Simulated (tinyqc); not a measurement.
# Junction field-effect transistor with two gates, gradual channel with velocity saturation: two studies

A uniformly doped n-type channel, depleted from both sides by p+ gates; at channel potential V the depleted share of a is u = sqrt((Vbi - Vg + V)/Vp), s at the source. Electrons drift with v = mu E/(1 + mu E/vsat). Abrupt depletion edge, no series resistance, source at 0.

Parameters, values chosen for the exercise; material values close to those of silicon: temperature T = 293 K; relative permittivity of the semiconductor eps_r = 11.9; conduction-band density of states at T Nc = 2.68e19 cm^-3; band gap Eg = 1.12 eV; valence-band density of states at T Nv = 2.52e19 cm^-3; donor density of the channel Nd = 2.9e16 cm^-3; half the channel thickness a = 470 nm; low-field mobility at this doping mu = 790 cm^2/(V s); saturation velocity vsat = 1.5e7 cm/s; gate length L = 0.3 um; gate width W = 50 um; acceptor density of the gates Na = 4.6e18 cm^-3; gate voltage Vg = 0 V.

Constants: q = 1.602176634e-19 C, kB = 1.380649e-23 J/K, Vt = kB T/q, eps0 = 8.8541878128e-14 F/cm where lengths are in cm. Results are converted to the units shown.

Each table varies one quantity; the others keep the values above.

## Effect of the gate length on saturation

ni = sqrt(Nc Nv) exp(-Eg/(2 Vt)), Eg in volts; Vbi = Vt ln(Na Nd/ni^2); Vp = q Nd a^2/(2 eps0 eps_r); G0 = 2 q mu Nd a W/L; Z = mu Vp/(vsat L); s = sqrt((Vbi - Vg)/Vp). I = (G0 Vp/3) F/(1 + Z (u^2 - s^2)), F = 3 (u^2 - s^2) - 2 (u^3 - s^3), with u at V = Vd; Z = 0 gives constant mobility, for which u stops at 1. The current peaks at u = um, the root of (1 - u)(1 + Z (u^2 - s^2)) = Z F/3; beyond Vdsat = Vp (um^2 - s^2) it is held at that value. gm = G0 (um - s)/(1 + Z (um^2 - s^2)).

Effect of the gate length on saturation:

| L (um) | Z | um | Vdsat (V) | Isat (mA) | Isat for Z = 0 (mA) | gm (mS) |
|---|---|---|---|---|---|---|
| 0.1 | 25.652 | 0.60767 | 0.89387 | 12.851 | 168.86 | 5.3407 |
| 0.21 | 12.215 | 0.66366 | 1.2406 | 11.017 | 80.409 | 4.6496 |
| 0.45 | 5.7004 | 0.72984 | 1.6897 | 8.8495 | 37.524 | 3.8480 |
| 0.97 | 2.6445 | 0.80022 | 2.2143 | 6.5440 | 17.408 | 2.9821 |
| 2.1 | 1.2215 | 0.86650 | 2.7523 | 4.3729 | 8.0409 | 2.1168 |
| 4.4 | 0.58299 | 0.91797 | 3.1996 | 2.6871 | 3.8377 | 1.3807 |
| 9.4 | 0.27289 | 0.95468 | 3.5344 | 1.4846 | 1.7964 | 0.80228 |
| 20 | 0.12826 | 0.97660 | 3.7406 | 0.76653 | 0.84430 | 0.42845 |

What does the comparison show, and why?

As L goes from 0.1 to 20 um, Vdsat rises from 0.894 to 3.74 V, Isat falls from 12.9 to 0.767 mA and gm falls from 5.34 to 0.428 mS. Isat is 0.0761 of the constant-mobility value in the first row and 0.908 in the last. Isat goes as L^(-0.21) between the first two rows and as L^(-0.88) between the last two; constant mobility gives 1/L, and short gates gain less because the velocity is capped. For L = 0.1 to 0.45 um the gate is shorter than 2 a, outside the gradual-channel approximation.

## Output curve

Same model as above.

Result of one run:

| Vd (V) | u (at most 1) | I for Z = 0 (mA) | I (mA) |
|---|---|---|---|
| 0.84 | 0.5985 | 23.22 | 9.384 |

What becomes of these results when the drain voltage Vd is changed from 0.84 to 3.52 V, all else the same?

Result of the changed run:

| Vd (V) | u (at most 1) | I for Z = 0 (mA) | I (mA) |
|---|---|---|---|
| 3.52 | 0.9531 | 55.69 | 10.03 |

The whole series:

| Vd (V) | u (at most 1) | I for Z = 0 (mA) | I (mA) |
|---|---|---|---|
| 0.3 | 0.4973 | 9.231 | 6.046 |
| 0.84 | 0.5985 | 23.22 | 9.384 |
| 1.38 | 0.6849 | 34.32 | 10.03 |
| 1.91 | 0.7602 | 42.75 | 10.03 |
| 2.45 | 0.8299 | 49.10 | 10.03 |
| 2.99 | 0.8942 | 53.37 | 10.03 |
| 3.52 | 0.9531 | 55.69 | 10.03 |
| 4.06 | 1.000 | 56.29 | 10.03 |
| 4.6 | 1.000 | 56.29 | 10.03 |

With constant mobility the current rises from 9.23 to 56.3 mA and saturates at pinch-off, Vd = 3.97 V; with Z = 8.55 it saturates at 1.44 V and 10.0 mA. The two differ by 34 % in the first row and 82 % in the last. In every row the gate is shorter than 2 a, outside the gradual-channel approximation.

Program tinyqc, `OMP_NUM_THREADS=1 python tinyqc.py 2500106 2500107 out.jsonl`; Intel Xeon 2.30GHz, shared host, one thread, about 0.09 s.
